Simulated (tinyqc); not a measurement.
What each parameter does: three-level Kane dispersion of a narrow-gap semiconductor.

Zero of energy at Gamma8, c = hbar^2/2m0, P^2 = Ep c. The free-electron term and remote bands are left out, so the heavy holes are flat at E = 0 and the other three bands obey E (E - Eg)(E + Dso) = P^2 k^2 (E + 2 Dso/3). The conduction band is the highest root; its edge is Ec = max(Eg, 0).

Degenerate electrons at T = 0: kF = (3 pi^2 n)^(1/3), 1 cm^-3 = 1e-24 angstrom^-3; EF is the highest root at kF. The momentum (cyclotron, optical) mass is m(E) = hbar^2 k/(dE/dk) = c d(k^2)/dE with d(k^2)/dE = k^2 [1/E + 1/(E - Eg) + 1/(E + Dso) - 1/(E + 2 Dso/3)]; the density of states is k d(k^2)/dE/(2 pi^2).

Edge mass m0* = Eg (Eg + Dso)/(Ep (Eg + 2 Dso/3)).
Constants: hbar^2/2m0 = 3.80998211 eV angstrom^2.

Values chosen for the exercise (near those of InAs; the results hold for these values, not for the real material):
```
symbol  value    unit   meaning
Eg      0.402    eV     E(Gamma6) - E(Gamma8)
Dso     0.4      eV     spin-orbit splitting
Ep      21.8     eV     Kane energy
n       7.3e+17  cm^-3  electron density
```

Edge mass, EF - Ec and m(EF). Each row changes one parameter from the base and keeps the others.

Results:
```
case,m0* (m0),EF - Ec (meV),m(EF) (m0)
base,0.02212,107.88,0.03264
n = 1.46e+18 cm^-3,0.02212,157.45,0.03740
Eg = 0.4623 eV,0.02509,98.91,0.03466
Dso = 0.34 eV,0.02176,109.27,0.03230
Ep = 18.53 eV,0.02602,94.01,0.03683
```

The largest shifts from the base row, up to three for each result and ties (the steps differ in size, so this ranks the rows, not the parameters). m0* (m0): Ep +0.00390, Eg +0.00297, Dso -0.00035; unchanged at the printed digits by n. EF - Ec (meV): n +49.58, Ep -13.87, Eg -8.97. m(EF) (m0): n +0.00476, Ep +0.00419, Eg +0.00202.

tinyqc: `OMP_NUM_THREADS=1 python tinyqc.py 1050655 1050656 out.jsonl`; about 0.01 s, one thread, shared Intel(R) Xeon(R) Processor @ 2.30GHz.
